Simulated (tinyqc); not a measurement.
Resistance of a source-drain extension with a graded tip: two steps of the calculation.

y runs along the channel, the gate covers y > 0. The doping is N0 for y < y0 and N0 10^(-(y - y0)/la) beyond, uniform over the depth xj. Sheet conductance s(y) = q mu(N) max(N - Nch, 0) xj + (for y > 0) ma Cox Vo, with mu(N) = u0 + (u1 - u0)/(1 + (N/Nr)^au) and Cox = eps0 eox/tox. Current is taken as one-dimensional; depletion of the tip, spreading and the contact are left out. The metallurgical junction lies at yj, where N = Nch.

Inputs (values chosen for the exercise); mobility law close to that of electrons in silicon: relative permittivity of the gate insulator (close to silicon nitride) eox = 7.42; insulator thickness tox = 7.6 nm; active doping of the extension far from the gate N0 = 6.8e19 cm^-3; lateral abruptness la = 4.4 nm/decade; position under the gate where the fall begins (gate edge at 0) y0 = 3.7 nm; depth of the extension xj = 7 nm; channel doping Nch = 2.5e18 cm^-3; gate overdrive Vo = 0.86 V; mobility of the gate-induced layer ma = 220 cm^2/(V s); mobility at low doping u1 = 1414 cm^2/(V s); mobility at high doping u0 = 68.5 cm^2/(V s); reference doping Nr = 9.2e16 cm^-3; exponent au = 0.711; gate length Lg = 45 nm.

Constants: q = 1.602176634e-19 C, eps0 = 8.8541878128e-14 F/cm where lengths are in cm. Results are converted to the units shown.

Task 1. Sheet resistances and junction position. yj = y0 + la log10(N0/Nch); sheet resistance of the full extension 1/[q mu(N0)(N0 - Nch) xj] and of the gate-induced layer 1/(ma Cox Vo); metallurgical length Lg - 2 yj; ye is where the doped and the gate-induced conductances are equal.

Give: yj; sheet resistance of the extension; sheet resistance of the induced layer; metallurgical length; ye; N at ye.

Result 1.

yj = 10.012 nm
sheet resistance of the extension = 1687.5 ohm/square
sheet resistance of the induced layer = 6114.2 ohm/square
metallurgical length = 24.976 nm
ye = 6.3500 nm
N at ye = 1.6992e19 cm^-3

The gate takes over 3.66 nm before the junction, where N is still 6.80 times the channel doping.

Task 2. Resistance of the overlapped part. Midpoint rule on 11 equal steps from 0 to yj: R_ov = sum h/s(y), per width.

Find: y; N; doped conductance; sheet resistance; R_ov.

Result 2.

```
point  y (nm)  N (cm^-3)  doped conductance (uS)  sheet resistance (ohm/square)
0      0.4551   6.800e19                   592.6                           1322
1       1.365   6.800e19                   592.6                           1322
2       2.275   6.800e19                   592.6                           1322
3       3.186   6.800e19                   592.6                           1322
4       4.096   5.528e19                   488.8                           1533
5       5.006   3.433e19                   314.8                           2091
6       5.916   2.132e19                   202.5                           2732
7       6.826   1.324e19                   128.5                           3424
8       7.737   8.224e18                   77.98                           4140
9       8.647   5.108e18                   41.43                           4878
10      9.557   3.172e18                   12.74                           5672
```

R_ov = 27.09 ohm um

tinyqc, about 0.03 s, one thread, Intel Xeon 2.30GHz (shared host): `OMP_NUM_THREADS=1 python tinyqc.py 2282275 2282276 out.jsonl`
